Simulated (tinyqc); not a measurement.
Strain dependence: valley-orbit splitting of a donor ground state, with strain. Computed by tinyqc, a small Python program. Command: `OMP_NUM_THREADS=1 python tinyqc.py 3012652 3012653 out.jsonl valleyorbit walk`. One thread of a shared host (Intel(R) Xeon(R) Processor @ 2.30GHz), about 0.01 s of CPU time with the checks.

The basis is the 1s envelope in each valley; energies are counted from the unstrained conduction-band edge. The strain is e_s (a a^T - 1/3) for the unit stress axis a, so valley j along n_j moves by Xi_u e_s w_j with w_j = (n_j.a)^2 - 1/3: +1/6 for x and y, -1/3 for z. The splitting at the zone boundary that a [110] shear adds for <100> valleys is left out.

Inputs (values chosen for the exercise, modelled on donors in silicon):
```
quantity,value,unit
single-valley binding energy E_0,31.8,meV
central-cell shift Lambda,3.07,meV
coupling Delta_1,4.33,meV
coupling Delta_2,3.12,meV
shear deformation potential Xi_u,8.93,eV
shear strain e_s,-0.00043,-
```

Valleys: six along <100>. Stress axis: [110].

Method:
- By symmetry: E(A1) = E_0 + Lambda + 4 Delta_1 + Delta_2 (one state), E(T2) = E_0 + Lambda - Delta_2 (three), E(E) = E_0 + Lambda - 2 Delta_1 + Delta_2 (two), as binding energies.
- H_jj = -(E_0 + Lambda) + Xi_u e_s w_j; H_jk = -Delta_2 between opposite valleys and -Delta_1 between perpendicular ones.
- The contact hyperfine ratio is A/A_0 = (sum_j c_j)^2/(number of valleys), c_j the valley amplitudes of the ground state; binding from the lowest valley edge.

E(A1) = 55.31 meV

Against strain:
```
e_s,Xi_u e_s (w_max - w_min) (meV),binding (meV),gap to next level (meV),A/A_0
-0.00340,-15.18100,51.820,20.070,0.95405
-0.00130,-5.80450,53.641,21.891,0.99066
-0.00043,-1.91995,54.701,22.951,0.99885
-0.00013,-0.58045,55.119,23.369,0.99989
0.00013,0.58045,54.926,23.176,0.99989
0.00043,1.91995,54.062,22.312,0.99873
0.00130,5.80450,51.748,19.998,0.98753
0.00340,15.18100,47.403,15.653,0.91266
```

What follows from these numbers?

A/A_0 falls for either sign of strain, to 0.954 and 0.913 at the ends; its limits are the shares of the valleys that end up lowest, 4/6 under compression and 2/6 under tension. Near zero strain A/A_0 changes in second order, the binding in first. The binding energy drops from 55.31 meV to 51.82 and 47.40 meV, since fewer valleys share the valley-orbit gain.

Extremes, crossings and ranges named in words are read from the listed rows.
